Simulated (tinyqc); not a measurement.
# Worked calculation: space-charge-limited current with shallow traps

Numbers from tinyqc (`OMP_NUM_THREADS=1 python tinyqc.py 2370127 2370128 out.jsonl`; about 0.01 s on one thread of a shared Intel Xeon 2.30GHz). Printed values are rounded.

One carrier type, drift only, an injecting contact at x = 0 (zero field) and thickness L. The share th = y/(1 + y), y = (Nc/Nt) exp(-Et/kB T), of the injected charge is free: J = q mu n F, eps0 eps_r dF/dx = q (n - n0)/th.

Inputs (values chosen for the exercise): temperature T = 300 K; relative permittivity eps_r = 19; mobility mu = 0.02 cm^2/(V s); thickness L = 1400 nm; band density of states Nc = 2.7e20 cm^-3; trap density Nt = 1e17 cm^-3; trap depth Et = 0.51 eV; free carrier density in equilibrium n0 = 2.1e9 cm^-3; voltage V = 3.1 V.

Constants: q = 1.602176634e-19 C, kB = 1.380649e-23 J/K, Vt = kB T/q, eps0 = 8.8541878128e-14 F/cm where lengths are in cm. Results are converted to the units shown.

Range of the model: Diffusion and a field-dependent mobility are left out. With injecting contacts the diffusion current, about 4 pi^2 Vt th eps0 eps_r mu V/L^3, equals the Mott-Gurney current at V = 35 kB T/q (0.9 V at 300 K), so the drift-only result needs V well above that.

## Limits and characteristic voltages

Ohmic J = q n0 mu V/L; Mott-Gurney J = (9/8) th eps0 eps_r mu V^2/L^3; they cross at Vx = 8 q n0 L^2/(9 th eps0 eps_r); traps fill at V_TFL = q Nt L^2/(2 eps0 eps_r).

th = 7.306976e-6
ohmic J = 1.490024e-7 A/cm^2
Mott-Gurney J = 9.686387e-7 A/cm^2
Vx = 0.4768626 V
V_TFL = 93.33277 V

## The exact current

Exact: with u = n0/n(L), w = -u - ln(1 - u) and v = -u - u^2/2 - ln(1 - u), V = (q n0 L^2/(th eps0 eps_r)) v/w^2 and J = q^2 n0^2 mu L/(th eps0 eps_r w). v/w^2 falls steadily with u, so u follows by bisection.

v/w^2 = 5.778511
u = 0.2027411
w = 0.02383470
J = 1.081852e-6 A/cm^2
exit field over V/L = 1.472028

J is 3.2 % below the plain sum of the two limits; the exit field lies between the ohmic 1 and the Mott-Gurney 1.5.
